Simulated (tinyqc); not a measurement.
Undoped symmetric double-gate MOSFET, analytic potential model: effect of the temperature.

An undoped body of thickness ts between two equal insulators and tied gates; long channel, electrons only, n = ni exp((psi - V)/Vt) with V the quasi-Fermi potential (0 at the source, Vd at the drain), constant mobility, no quantisation. Across the body psi(x) = V - 2 Vt ln[(ts/(2 beta)) sqrt(q ni/(2 eps0 eps_r Vt)) cos(2 beta x/ts)], x from the centre. Q is the electron charge per area of the whole body.

Nc and Nv are given at 293 K and scale as (T/293 K)^1.5; Eg and mu are held fixed. ni = sqrt(Nc Nv) exp(-Eg/(2 Vt)), Eg in volts; r = eps_r tox/(eox ts); V0 = dphi + 2 Vt ln[(2/ts) sqrt(2 eps0 eps_r Vt/(q ni))]. beta (between 0 and pi/2) solves (Vg - V0 - V)/(2 Vt) = ln(beta) - ln(cos beta) + 2 r beta tan(beta). Q = 8 eps0 eps_r Vt beta tan(beta)/ts; I = mu (1/L)(4 eps0 eps_r/ts)(2 Vt)^2 [g(beta_s) - g(beta_d)] per width, g = beta tan(beta) - beta^2/2 + r beta^2 tan^2(beta), with beta_s at V = 0 and beta_d at V = Vd.  I(low) is taken at Vg = 0.21 V, Qs and I(high) at Vg = 0.96 V.

Inputs (values chosen for the exercise); material values close to those of germanium:
- Eg = 0.656 eV (band gap)
- eps_r = 15.7 (relative permittivity of the semiconductor)
- Nc = 9.94e18 cm^-3 (conduction-band density of states at the reference temperature)
- Nv = 5.85e18 cm^-3 (valence-band density of states at the reference temperature)
- eox = 9.08 (relative permittivity of the gate insulator)
- tox = 4.2 nm (insulator thickness)
- ts = 20 nm (body thickness)
- dphi = 0.2 V (gate work function less that of the intrinsic body)
- mu = 130 cm^2/(V s) (channel mobility)
- L = 2 um (gate length)
- Vd = 0.1 V (drain voltage)

Constants: q = 1.602176634e-19 C, kB = 1.380649e-23 J/K, Vt = kB T/q, eps0 = 8.8541878128e-14 F/cm where lengths are in cm. Results are converted to the units shown.

Effect of the temperature:

| T (K) | V0 (V) | I(low) (nA/um) | Qs(high) (nC/cm^2) | I(high) (uA/um) |
|---|---|---|---|---|
| 220 | 0.4766 | 1.012e-4 | 1468 | 8.416 |
| 250 | 0.4682 | 0.001038 | 1468 | 8.434 |
| 280 | 0.4596 | 0.006656 | 1472 | 8.468 |
| 310 | 0.4509 | 0.03049 | 1477 | 8.516 |
| 340 | 0.4421 | 0.1087 | 1484 | 8.575 |
| 370 | 0.4332 | 0.3201 | 1493 | 8.644 |
| 400 | 0.4242 | 0.8110 | 1504 | 8.722 |
| 430 | 0.4150 | 1.821 | 1515 | 8.808 |

As T goes from 220 to 430 K, I(low) rises from 1.01e-4 to 1.82 nA/um and I(high) rises from 8.42 to 8.81 uA/um. V0 falls from 0.477 to 0.415 V. In every row the surface density at the source at the higher gate voltage passes 0.3 Nc, where Boltzmann statistics fail. In every row the mobility is held fixed, though a real one changes with T.

Computed by the program tinyqc: `OMP_NUM_THREADS=1 python tinyqc.py 2440145 2440146 out.jsonl`, one thread of a shared Intel Xeon 2.30GHz, about 0.03 s for the whole run.
